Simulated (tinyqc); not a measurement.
Phase space against the mass ratio: three-phonon processes in a diatomic chain: dispersion, energy and momentum conservation, and decay channels of optical phonons. Computed by tinyqc, a small Python program. Command: `OMP_NUM_THREADS=1 python tinyqc.py 3120889 3120890 out.jsonl threeph walk`. One thread of a shared host (Intel(R) Xeon(R) Processor @ 2.30GHz), about 0.05 s of CPU time with the checks.

Cell length a, two atoms, one spring constant. x = q a/pi runs from -1 to 1; A and O are the acoustic and optical branches. Matrix elements are not computed: only conservation laws and occupation factors are followed.

Inputs (values chosen for the exercise, for a model chain): light mass m = 12 u; spring constant k = 2.8 eV/angstrom^2; temperature T = 100 K.

Constants: nu for 1 eV/(angstrom^2 u) = 15.6333042 THz; h x 1 THz = 4.135667696 meV; k_B = 8.617333262e-05 eV/K.

Method:
- omega^2 = k (1/m + 1/M) -/+ k sqrt((1/m + 1/M)^2 - 4 sin^2(pi x/2)/(m M)); nu = 15.6333042 THz x sqrt(omega^2) for eV/(angstrom^2 u).
- Processes for O(x): decay O -> A + A and O -> O + A with x = x' + x'' (mod 2), and absorption O + A -> O with x + x' = x'' (mod 2). Roots of the energy mismatch in x' are bracketed on 4001 points from -1 to 1 and refined. A process is umklapp (U) if the sum of wave numbers leaves (-1, 1]. Weight = occupation factor/|d mismatch/dx'|, the factor being 1 + n' + n'' for decay and n' - n'' for absorption. Pairs that differ only by exchanging two acoustic products count once, and the trivial root x' = 0 is left out.
- Total weight summed over channels and averaged over x = 0.05, 0.15, ..., 0.95, with m and k fixed; share of those x with an open channel.

Optical phonons:
```
M/m  weight, A + A (1/THz)  weight, with O (1/THz)  share open
1.1                0.10200                       0         1.0
1.5                0.24914                       0         1.0
2.0                0.15184                       0         0.8
2.5                0.08922                       0         0.5
2.9                0.06927                       0         0.2
3.3                0.00000                       0         0.0
3.7                0.00000                       0         0.0
4.2                0.00000                       0         0.0
6.0                0.00000                       0         0.0
```

What does the comparison show, and why?

The A + A channel closes between M/m = 2.9 and 3.3 on this grid: energy conservation alone would allow it up to M/m = 4, where the optical bottom passes twice the acoustic top, but momentum must be conserved too. No channel with a second optical phonon opens at any ratio. A large gap that shuts such channels is one reason why crystals with very unequal masses can conduct heat well.
